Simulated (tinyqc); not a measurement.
Gain factor and gap resistance from two string resistances.

Problem. At small bit-line voltage each of the 96 cells has the resistance 1/(K x) at overdrive x (no mobility reduction) in series with a gap resistance Rg. Find K, Rg and the share of the gaps at the higher overdrive.

resistance of a string of 96 equal cells at overdrives of 3.8 and 7.3 V (kohm): 3114.3982  2587.7689

Solution. The resistance per cell is a straight line in 1/x with slope 1/K and intercept Rg.

K = 23.0 uA/V^2
Rg = 21.0 kohm
share of the gaps = 77.9 %

Numbers from tinyqc (`OMP_NUM_THREADS=1 python tinyqc.py 2142216 2142217 out.jsonl`; about 0.8 s on one thread of a shared Intel Xeon 2.30GHz).
